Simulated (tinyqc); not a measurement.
Electron continuity equation in a given potential, Scharfetter-Gummel discretisation: two steps of the calculation.

Steady state in one dimension: J = q mu n E + q D dn/dx with E = -dpsi/dx and D = mu Vt, dJ/dx = 0, fixed densities nL and nR at the ends. The potential is given, psi = U x/L, and is not changed by the electrons.

Parameters, values chosen for the exercise; mobility close to that of gallium arsenide at room temperature: temperature T = 300 K; electron mobility mu = 8040 cm^2/(V s); length of the region L = 1.1 um; density at x = 0 nL = 4.8e13 cm^-3; density at x = L nR = 8.1e14 cm^-3.

Constants: q = 1.602176634e-19 C, kB = 1.380649e-23 J/K, Vt = kB T/q. Results are converted to the units shown.

Question 1. Tridiagonal system for the inner nodes. Row i (1 to 7): B(-d_(i-1)) n_(i-1) + b_i n_i + B(d_i) n_(i+1) = f_i with b_i = -B(-d_i) - B(d_(i-1)) and f_i = 0; the known end values are moved to the right: f_1 loses B(-d_0) nL and f_7 loses B(d_7) nR. h = L/8, D = mu Vt.

| interval | B(d_i) | B(-d_i) |
|---|---|---|
| 0 | 0.93845888 | 1.0641745 |
| 1 | 0.93845888 | 1.0641745 |
| 2 | 0.93845888 | 1.0641745 |
| 3 | 0.93845888 | 1.0641745 |
| 4 | 0.93845888 | 1.0641745 |
| 5 | 0.93845888 | 1.0641745 |
| 6 | 0.93845888 | 1.0641745 |
| 7 | 0.93845888 | 1.0641745 |

Find: diagonal b; right side f.

Answer 1.

| node | diagonal b | right side f (cm^-3) |
|---|---|---|
| 1 | -2.003 | -5.108e13 |
| 2 | -2.003 | 0 |
| 3 | -2.003 | 0 |
| 4 | -2.003 | 0 |
| 5 | -2.003 | 0 |
| 6 | -2.003 | 0 |
| 7 | -2.003 | -7.602e14 |

Question 2. Densities and current. B(d_i) and B(-d_i) are the Bernoulli factors of the potential steps, b and f the diagonal and right side. Solve B(-d_(i-1)) n_(i-1) + b_i n_i + B(d_i) n_(i+1) = f_i (end values already in f), then J_i = (q D/h) [n_(i+1) B(d_i) - n_i B(-d_i)], h = L/8, D = mu Vt.

| interval | B(d_i) | B(-d_i) |
|---|---|---|
| 0 | 0.93845888 | 1.0641745 |
| 1 | 0.93845888 | 1.0641745 |
| 2 | 0.93845888 | 1.0641745 |
| 3 | 0.93845888 | 1.0641745 |
| 4 | 0.93845888 | 1.0641745 |
| 5 | 0.93845888 | 1.0641745 |
| 6 | 0.93845888 | 1.0641745 |
| 7 | 0.93845888 | 1.0641745 |

| node | diagonal b | right side f (cm^-3) |
|---|---|---|
| 1 | -2.0026334 | -5.1080376e13 |
| 2 | -2.0026334 | 0 |
| 3 | -2.0026334 | 0 |
| 4 | -2.0026334 | 0 |
| 5 | -2.0026334 | 0 |
| 6 | -2.0026334 | 0 |
| 7 | -2.0026334 | -7.6015169e14 |

Wanted: n; J.

Answer 2.

| node | n (cm^-3) |
|---|---|
| 0 | 4.8000e13 |
| 1 | 1.0687e14 |
| 2 | 1.7363e14 |
| 3 | 2.4933e14 |
| 4 | 3.3517e14 |
| 5 | 4.3252e14 |
| 6 | 5.4290e14 |
| 7 | 6.6806e14 |
| 8 | 8.1000e14 |

| interval | J (A/cm^2) |
|---|---|
| 0 | 119.19 |
| 1 | 119.19 |
| 2 | 119.19 |
| 3 | 119.19 |
| 4 | 119.19 |
| 5 | 119.19 |
| 6 | 119.19 |
| 7 | 119.19 |

Numbers from tinyqc (`OMP_NUM_THREADS=1 python tinyqc.py 2220002 2220003 out.jsonl`; about 0.01 s on one thread of a shared Intel Xeon 2.30GHz).
